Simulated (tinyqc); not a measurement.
From results back to parameters: Boltzmann transport in a parabolic band with a power-law relaxation time. Three cases, with inputs chosen for the exercise.

Problem. The Seebeck coefficient and the Hall density nH = n/rH are given; md is hidden (a Pisarenko analysis).

F_j(eta) = (1/Gamma(j + 1)) integral_0^infinity x^j dx/(1 + exp(x - eta)), which tends to exp(eta) for eta << 0.

n = N F_1/2(eta) with N = 2 (m kB T/(4 pi c))^(3/2) with c = hbar^2/2m0, in 1/angstrom^3; times 1e24 for 1/cm^3, m = md.

tau = tau0 x^r with x = E/kT. With K_j = Gamma(j + 1) F_j(eta): <tau> = tau0 (r + 3/2) K_(r+1/2)/((3/2) K_(1/2)); mu = <tau>/(mc m0/e), m0/e = 5.685630e-12 kg/C; Hall factor rH = (3/2) K_(1/2) (2r + 3/2) K_(2r+1/2)/((r + 3/2) K_(r+1/2))^2; Seebeck S = -(kB/e) [(r + 5/2) K_(r+3/2)/((r + 3/2) K_(r+1/2)) - eta]; Lorenz number L = (kB/e)^2 [(r + 7/2) K_(r+5/2)/((r + 3/2) K_(r+1/2)) - ((r + 5/2) K_(r+3/2)/((r + 3/2) K_(r+1/2)))^2]; kB/e in V/K. Valley anisotropy is left out of rH.

Constants: hbar^2/2m0 = 3.80998211 eV angstrom^2; kB = 8.617333262e-05 eV/K.

Find: eta; rH; n; md.

Method. S depends on eta alone and |S| falls steadily with it; eta gives rH and so n, and N = n/F_1/2(eta) gives md from N proportional to md^(3/2).

Case 1.

Values chosen (out of a larger set: masses near those of GaAs; tau0 is set for a mobility of the usual size at this n, kL is a free input; freeze-out and phonon drag, which matter near 77 K, are left out; not measured data): r = 1.5 (exponent of tau); T = 500 K.

S = -593.314 microvolt/K
nH = 2.7123e+16 1/cm^3

Solution.

eta = -2.87
rH = 1.917
n = 5.2e+16 1/cm^3
md = 0.067 m0

Case 2.

Values chosen (out of a larger set: masses near those of SiC; tau0 is set for a mobility of the usual size at this n, kL is a free input; freeze-out and phonon drag, which matter near 77 K, are left out; not measured data): r = 0 (exponent of tau); T = 200 K.

S = -339.241 microvolt/K
nH = 2.4000e+18 1/cm^3

Solution.

eta = -1.33
rH = 1.000
n = 2.4e+18 1/cm^3
md = 0.806 m0

Case 3.

Values chosen (out of a larger set: masses near those of Si; tau0 is set for a mobility of the usual size at this n, kL is a free input; freeze-out and phonon drag, which matter near 77 K, are left out; not measured data): r = -0.5 (exponent of tau); T = 200 K.

S = -619.005 microvolt/K
nH = 7.2175e+16 1/cm^3

Solution.

eta = -5.18
rH = 1.178
n = 8.5e+16 1/cm^3
md = 1.071 m0

Computed by tinyqc, one run a case: `OMP_NUM_THREADS=1 python tinyqc.py N N+1 out.jsonl` with N = 1652603, 1652649, 1652679; one thread of a shared Intel(R) Xeon(R) Processor @ 2.30GHz, about 0.02 s a run at most.
